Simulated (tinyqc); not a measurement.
One mass for the acceptor? Model: shallow acceptor in the spherical model (Baldereschi-Lipari), strong spin-orbit limit. Computed by tinyqc, a small Python program. Command: `OMP_NUM_THREADS=1 python tinyqc.py 3015963 3015964 out.jsonl acceptor walk`. One thread of a shared host (Intel(R) Xeon(R) Processor @ 2.30GHz), about 0.01 s of CPU time with the checks.

The 1S(3/2) state has an s envelope f(r) and a d envelope g(r). In effective units they obey -(f'' + 2f'/r + 2f/r) + mu (g'' + 5g'/r + 3g/r^2) = E f and -(g'' + 2g'/r - 6g/r^2 + 2g/r) + mu (f'' - f'/r) = E g. The cubic term, the split-off band and the central cell are left out.

Inputs (values chosen for the exercise, modelled on GaSb):
```
quantity                 value  unit
Luttinger gamma_1         13.5     -
Luttinger gamma_2         4.58     -
Luttinger gamma_3         5.94     -
dielectric constant eps   15.9     -
```

Constants: Ry = 13.605693123 eV; a_0 = 0.529177210903 angstrom.

Method:
- Ry* = Ry/(gamma_1 eps^2), a* = a_0 eps gamma_1, mu = (6 gamma_3 + 4 gamma_2)/(5 gamma_1), delta = (gamma_3 - gamma_2)/gamma_1; spherical masses 1/(gamma_1 (1 - mu)) (heavy) and 1/(gamma_1 (1 + mu)) (light).
- Basis: f_i = exp(-zeta_i r), g_i = r exp(-zeta_i r), weight r^2 dr, s = zeta_i + zeta_j. S_ff = 2/s^3, H_ff = zeta_i zeta_j S_ff - 2/s^2; S_gg = 24/s^5, H_gg = 8/s^3 + 24 zeta_i zeta_j/s^5 - 12/s^4; H(f_i, g_j) = mu (6 zeta_i^2/s^4 + 2 zeta_i/s^3); S_fg = 0. Each function is normalised by sqrt(S_ii).
- Large basis: zeta_i = 0.08 x 1.55^(i-1), i = 1..20 in each channel; overlap eigenvalues below 1e-11 are dropped.
- Binding energies are -E Ry*; the mass that fits is E(1S) eps^2/Ry.
- Hydrogenic binding Ry m/eps^2; the density-of-states mass is (m_H^(3/2) + m_L^(3/2))^(2/3); errors are against the large basis.

light-hole mass = 0.0411658 m_0

heavy-hole mass = 0.369276 m_0

1S(3/2) binding energy = 10.2603 meV

1S binding energy:
```
mass                     value (m_0)  binding (meV)  error (%)
light hole                   0.04117          2.215    -78.407
1/gamma_1                    0.07407          3.987    -61.146
mean of heavy and light      0.20522         11.045      7.644
heavy hole                   0.36928         19.874     93.695
density of states            0.37838         20.364     98.472
```

What does the comparison show, and why?

The coupled result, 10.26 meV, lies between the 1/gamma_1 value (no coupling) and the heavy-hole value; the closest single rule here is "mean of heavy and light", off by +7.6 %.
